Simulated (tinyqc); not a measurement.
## Voltage drop against the pad pitch

A grid of 13 by 13 nodes with segments Rx (rows) and Ry (columns); every node draws I1 and the central node kh I1; pads with resistance Rp sit at the nodes whose row and column are multiples of the pitch, counting from 0. The drops u = Vdd - V follow from G u = i, with G the conductance matrix and i the load currents, solved directly.

Parameters, values chosen for the exercise:

| symbol | value | unit | meaning |
|---|---|---|---|
| Vdd | 0.75 | V | supply voltage |
| Rx | 0.64 | ohm | resistance of a horizontal segment |
| Ry | 1.1 | ohm | resistance of a vertical segment |
| Rp | 0.031 | ohm | resistance from a pad node to the supply |
| kh | 5 |  | factor on the load at the hot node |
| I1 | 0.075 | mA | load current of a node in the large grid |

Result of one run:
```
pads,worst drop (mV),mean drop (mV),largest drop at a pad (mV),largest pad current (mA),worst drop over Vdd (%)
169,0.010428,0.0023800,0.010428,0.33638,0.0013904
```

Which pad pitch gave this result: 1, 3, 4 or 12 nodes?

pitch = 1 nodes.

The whole series:
```
pitch (nodes),pads,worst drop (mV),mean drop (mV),largest drop at a pad (mV),largest pad current (mA),worst drop over Vdd (%)
1,169,0.010428,0.0023800,0.010428,0.33638,0.0013904
2,49,0.076182,0.044702,0.017771,0.57326,0.010158
3,25,0.18134,0.12834,0.029238,0.94316,0.024179
4,16,0.48075,0.26448,0.036368,1.1732,0.064100
6,9,0.82207,0.64726,0.081411,2.6262,0.10961
12,4,3.6684,2.9015,0.10056,3.2437,0.48912
```

The worst drop goes from 0.0104 to 3.67 mV while the number of pads falls from 169 to 4; between the last two rows it goes as pitch^(2.16). The largest drop at a pad is 100 % of the worst drop in the first row and 2.74 % in the last; the rest falls along the wires.

tinyqc, about 0.1 s, one thread, Intel Xeon 2.30GHz (shared host): `OMP_NUM_THREADS=1 python tinyqc.py 2770196 2770197 out.jsonl`
